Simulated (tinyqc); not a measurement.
# Decay of LO phonons and the hot-phonon bottleneck in the cooling of electrons, step by step

A worked calculation. Computed by tinyqc, a small Python program that keeps every step. Command: `OMP_NUM_THREADS=1 python tinyqc.py 3011852 3011853 out.jsonl hotphonon walk`. One thread of a shared host (Intel(R) Xeon(R) Processor @ 2.30GHz), about 0.01 s of CPU time with the checks. Intermediate numbers are printed to about 7 digits and carried at full precision; extremes and crossings named in words are read from the listed rows.

n(E, T) = 1/(exp(E/(k_B T)) - 1) is the Bose occupation. Electrons have a temperature T_e; the LO modes within their reach share one occupation N; the decay products stay at the lattice temperature.

Inputs (values chosen for the exercise, modelled on zinc oxide):
```
quantity                                             value    unit
LO energy hbar omega                                  72.6     meV
lifetime at T = 0, tau_0                               1.6      ps
share f of the energy in the softer product           0.22       -
lattice temperature T                                  500       K
electron mass m*                                     0.269     m_0
eps_inf                                               3.62       -
static dielectric constant eps_s                      7.97       -
electron density n                                 6.7e+17  1/cm^3
density of LO modes that the electrons reach, N_m    4e+18  1/cm^3
power supplied per electron P                          2.7      nW
step factor                                            3.5       -
```

Decay channel: two unequal phonons (Ridley).

Constants: k_B = 8.617333262e-05 eV/K; c = 299792458 m/s; e^2/(4 pi eps_0) = 14.39964548 eV angstrom; hbar^2/(2 m_0) = 3.80998212 eV angstrom^2; hbar = 6.582119569e-16 eV s; e = 1.602176634e-19 C.

## Lifetime and Raman width

Decay rate 1/tau = (1/tau_0) [1 + n(f hbar omega) + n((1 - f) hbar omega)]. Full width Gamma = 1/(2 pi c tau) in 1/cm, c in cm/s.

thermal factor tau_0/tau = 3.595825

phonon lifetime tau = 0.4449605 ps

Raman width Gamma = 11.93103 1/cm

equilibrium LO occupation N_0 = 0.2276700

Stimulated decay shortens the lifetime by 72 %.

## Spontaneous emission time

Froehlich coupling alpha = (e^2/(4 pi eps_0)) (1/eps_inf - 1/eps_s) k_0/(2 hbar omega), k_0 = sqrt(m* hbar omega/(hbar^2/(2 m_0))); emission time tau_sp = hbar/(2 alpha hbar omega); bottleneck ratio r = (n/N_m) tau/tau_sp.

alpha = 1.070510

emission time tau_sp = 4.234563 fs

bottleneck ratio r = 17.60061

r compares the rate at which electrons exchange quanta with a mode to its decay rate. Exchange outruns decay, so a hot population builds up if the power is high enough. Caution: alpha is above 1/2, so hbar/tau_sp exceeds hbar omega and the emission time, a weak-coupling result, is only rough.

## Electron and phonon temperatures in closed form

Net emission per electron: [(N + 1) x - N]/tau_sp with x = exp(-hbar omega/(k_B T_e)), a simple two-level balance; steady state of the modes: n [(N + 1) x - N]/tau_sp = N_m (N - N_0)/tau; power per electron P = hbar omega [(N + 1) x - N]/tau_sp. With p = P tau_sp/(hbar omega): N = N_0 + r p and x = (p + N)/(N + 1); without hot phonons N = N_0. The mode temperature T_LO solves n(hbar omega, T_LO) = N.

reduced power p = 9.829363e-04

LO occupation N = 0.2449703

electron temperature T_e = 519.5010 K

T_e without hot phonons = 501.2817 K

mode temperature T_LO = 518.2214 K

Hot phonons raise T_e by 18 K. T_LO lies close to T_e: electrons and LO modes form one hot system, cooled only by the decay.

## The same balance by iteration

Eliminating N gives P(T_e) = (hbar omega/tau_sp) [(N_0 + 1) x - N_0]/[1 + r (1 - x)]. Newton steps on ln P against ln T_e, times the step factor, each limited to 0.7 in ln T_e and to keeping a fifth of T_e - T; start at 1.5 T; stop when |ln(P/P(T_e))| < 1e-9 or after 40 steps.

Iterations:
```
step   T_e (K)  P(T_e) (nW)  ln(P/P(T_e))
0     750.0000     36.59835     -2.606751
1     550.0000      6.99648     -0.952155
2     510.0000      1.37959      0.671468
3     533.9568      4.72594     -0.559816
4     506.7914      0.93576      1.059646
5     532.5453      4.52726     -0.516865
6     506.5091      0.89676      1.102214
7     532.1852      4.47660     -0.505613
8     506.4370      0.88682      1.113368
...        ...          ...           ...
31    532.0476      4.45724     -0.501279
32    506.4095      0.88302      1.117664
33    532.0476      4.45724     -0.501279
34    506.4095      0.88302      1.117664
35    532.0476      4.45724     -0.501279
36    506.4095      0.88302      1.117664
37    532.0476      4.45724     -0.501279
38    506.4095      0.88302      1.117664
39    532.0476      4.45724     -0.501279
```

converged (1 yes, 0 no) = 0

T_e from the iteration = 506.4095 K

Not converged: the residual has stopped falling and repeats with period one or two: the iteration swings between two states. Near the root each step multiplies the error by 1 - (step factor) = -2.50.

Reruns converge with step factor = 1.0; or with step factor = 0.7.
